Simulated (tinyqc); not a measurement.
Off-state leakage of single and stacked transistors: one step of the calculation.

n-channel devices of unit width. Subthreshold current I(Vg, Vs, Vd) = I0 (T/300 K)^0.5 exp[(Vg - Vs - VT(T) - gb (Vs - Vb) + dd (Vd - Vs))/(nf Vt)] (1 - exp(-(Vd - Vs)/Vt)), VT(T) = VT - cT (T - 300 K). Gate-edge tunnelling Ig (Vd/1 V) exp(ag (Vd - 1 V)), for a gate at 0 V, and band-to-band leakage Ab u exp(-Bb/u), u = Vd - Vb + 1 V, flow at a drain held at V; both are taken as independent of T. In a stack of off transistors (all gates at 0 V) the same subthreshold current passes through each.

Task. Leakage of one transistor. Vg = Vs = 0, Vd = V; effective threshold VT(T) - gb Vb - dd V.

Values chosen for this exercise; values of the order met in bulk silicon logic transistors:
- T = 378 K (temperature)
- V = 1.2 V (supply voltage)
- VT = 0.4 V (threshold at 300 K, zero drain and body bias)
- cT = 0.5 mV/K (fall of the threshold with temperature)
- I0 = 0.13 uA/um (current at threshold at 300 K)
- nf = 1.21 (slope factor)
- dd = 0.17 (drain-induced lowering per volt)
- gb = 0.25 (rise of the threshold per volt of source-body bias)
- Ig = 3e-5 uA/um (gate-edge tunnelling current at 1 V)
- ag = 5.5 1/V (exponential slope of the gate current)
- Ab = 5 uA/(um V) (prefactor of band-to-band leakage at the drain)
- Bb = 20 V (its exponential voltage)
- Vb = 0 V (body voltage)

Constants: q = 1.602176634e-19 C, kB = 1.380649e-23 J/K, Vt = kB T/q. Results are converted to the units shown.

Give: effective threshold; parts; total; shares.

Result.

effective threshold = 0.1570 V
parts (nA/um): subthreshold 2.718, gate edge 0.1081, band-to-band 1.240
total = 4.065 nA/um
shares (%): subthreshold 66.85, gate edge 2.660, band-to-band 30.49

The subthreshold part is the largest.

tinyqc, about 0.03 s, one thread, Intel Xeon 2.30GHz (shared host): `OMP_NUM_THREADS=1 python tinyqc.py 2242223 2242224 out.jsonl`
